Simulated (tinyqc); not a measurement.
Donor level screened by free carriers (Yukawa potential), step by step. Values are carried at full precision from step to step, so a last printed digit may differ when a step is redone from the rounded ones.

Screening wave number: Debye ks^2 = 4 pi q n/(eps kB T); Thomas-Fermi ks^2 = 6 pi q n/(eps EF) with EF = c (3 pi^2 n/gv)^(2/3)/m, c = hbar^2/2m0; the two are joined by 1/ks^2 = sqrt(1/ks_D^4 + 1/ks_TF^4). 1e18/cm^3 = 1e-6/angstrom^3, q = e^2/(4 pi eps0).

Constants: e^2/(4 pi eps0) = 14.39964547 eV angstrom; kB = 8.617333262e-05 eV/K; hbar^2/2m0 = 3.80998211 eV angstrom^2; Ry = 13.60569312 eV; a0 (Bohr radius) = 0.5291772105 angstrom.

Inputs chosen for the exercise (near those of a donor in Si, with one mean mass; shifted at random, so the results belong to these values and not to a real crystal):
```
symbol  value  unit         meaning
m       0.307  m0           mass
eps     11.8                dielectric constant
gv      6                   valleys
T       200    K            temperature
n       0.45   x 1e18/cm^3  free-carrier density
```

## Units and screening length

Give Ry* = Ry m/eps^2, a* = a0 eps/m, EF, the three values of ks, and x = ks a*.

Ry* = 29.998 meV
a* = 20.34 angstrom
EF = 2.11 meV

ks: Debye, Thomas-Fermi, joined (1/angstrom): 0.02001  0.07000  0.01998

x = 0.4063

EF/kB T = 0.12, so the Debye value, the smaller one, controls the screening.

## One-parameter trial function

Potential -(q/(eps r)) exp(-ks r), q = e^2/(4 pi eps0). In units Ry* = Ry m/eps^2 and a* = a0 eps/m the problem is [-Laplacian - 2 exp(-x r)/r] psi = E psi with x = ks a*.

For exp(-z r): E(z) = z^2 - 8 z^3/(2z + x)^2 in Ry*. Scan z = 0.5, 0.6, ..., 1.1, then minimise; first order gives -1 + 2x.

Scan (Ry*):
```
z    kinetic  potential        E
0.5   0.2500    -0.5056  -0.2556
0.6   0.3600    -0.6697  -0.3097
0.7   0.4900    -0.8410  -0.3510
0.8   0.6400    -1.0176  -0.3776
0.9   0.8100    -1.1981  -0.3881
1.0   1.0000    -1.3816  -0.3816
1.1   1.2100    -1.5675  -0.3575
```

best z = 0.913
E = -0.3882 Ry*
binding = 11.65 meV

First order in x would give -0.187 Ry*, a rigid shift by q ks/eps; it overstates the loss of binding by 0.201 Ry*.

## Converged levels

Converged values use 18 functions exp(-z r), z = 1.55^i, i = -11 to 6: S = 2/A^3, H = z_i z_j S - 2/(A + x)^2, A = z_i + z_j.

The 1s and 2s levels and the mean radius.

1s = -0.3899 Ry*
binding = 11.70 meV
<r> = 34.5 angstrom
second root = 0.0000 Ry*

The trial function misses by 0.0017 Ry*. Screening leaves 39 % of the bare binding, 0.68 kB T. 2s is no longer bound (it unbinds at x = 0.310).

## Checks

- 1s at x = 0.5 against the known -0.29623 Ry*: both -0.29623.
- 1s at x = 0 against -1: both -1.00000.

Run: tinyqc, `OMP_NUM_THREADS=1 python tinyqc.py 1280209 1280210 out.jsonl`; Intel(R) Xeon(R) Processor @ 2.30GHz, one thread, shared host; about 0.02 s of CPU time with all checks.
